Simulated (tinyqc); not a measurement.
## Inverter chain driving a load

N inverters, each f = Hc^(1/N) times larger than the one before: delay tau N (f + pp). Switched capacitance in units of the first input, with output capacitance pp times the input: Hc + (1 + pp)(Hc - 1)/(f - 1).

Inputs (values chosen for the exercise): load over the input capacitance of the chain Hc = 720; parasitic delay of an inverter pp = 1.5; delay unit tau = 3 ps.

Inverter chain driving a load:
```
N	f	delay (ps)	switched capacitance
2	26.83	170.0	789.6
3	8.963	94.17	945.7
4	5.180	80.16	1150
5	3.728	78.42	1379
6	2.994	80.89	1622
7	2.560	85.25	1872
8	2.276	90.62	2129
9	2.077	96.58	2389
```

The delay goes from 170 through a minimum of 78.4 (at N = 5 among the rows listed) to 96.6 ps. The best stage effort solves pp + rho (1 - ln rho) = 0, rho = 3.97, which gives N = ln Hc/ln rho = 4.77. One stage fewer than the best costs 2.2 % in delay and saves 17 % of the switched capacitance.

tinyqc, about 0.01 s, one thread, Intel Xeon 2.30GHz (shared host): `OMP_NUM_THREADS=1 python tinyqc.py 2082197 2082198 out.jsonl`
